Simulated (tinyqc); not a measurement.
Yield against design margin.

Cells fail independently with probability Q(k) = erfc(k/sqrt(2))/2 when the margin is k standard deviations, and Y = exp(-Nb Q(k)). phi = exp(-k^2/2)/sqrt(2 pi).  k = margin/s(dVT). With one spare that repairs any one cell, Y1 = exp(-x)(1 + x), x = Nb Q(k).

Values chosen for this exercise: number of cells Nb = 1048576.

s(dVT) = 10.8 mV

Result of one run:

| M (mV) | k | Q(k) | expected failures x | Y | Y1 |
|---|---|---|---|---|---|
| 59 | 5.463 | 2.341e-8 | 0.02455 | 0.9757 | 0.9997 |

What becomes of these results when the margin M is changed from 59 to 53 mV, all else the same?

Result of the changed run:

| M (mV) | k | Q(k) | expected failures x | Y | Y1 |
|---|---|---|---|---|---|
| 53 | 4.907 | 4.614e-7 | 0.4839 | 0.6164 | 0.9147 |

The whole series:

| M (mV) | k | Q(k) | expected failures x | Y | Y1 |
|---|---|---|---|---|---|
| 47 | 4.352 | 6.750e-6 | 7.077 | 8.439e-4 | 0.006816 |
| 51 | 4.722 | 1.166e-6 | 1.223 | 0.2943 | 0.6543 |
| 53 | 4.907 | 4.614e-7 | 0.4839 | 0.6164 | 0.9147 |
| 55 | 5.093 | 1.766e-7 | 0.1852 | 0.8310 | 0.9848 |
| 59 | 5.463 | 2.341e-8 | 0.02455 | 0.9757 | 0.9997 |
| 63 | 5.833 | 2.717e-9 | 0.002849 | 0.9972 | 1.000 |
| 66 | 6.111 | 4.947e-10 | 5.187e-4 | 0.9995 | 1.000 |
| 71 | 6.574 | 2.448e-11 | 2.567e-5 | 1.000 | 1.000 |

Over a change of the margin from 47 to 71 mV, k goes from 4.35 to 6.57, the expected failures fall by 5.4 decades and the yield goes from 8.44e-4 to 1.000. The spare helps most at M = 51 mV among the rows, where it lifts the yield from 0.294 to 0.654.

Program tinyqc, `OMP_NUM_THREADS=1 python tinyqc.py 2090084 2090085 out.jsonl`; Intel Xeon 2.30GHz, shared host, one thread, about 0.01 s.
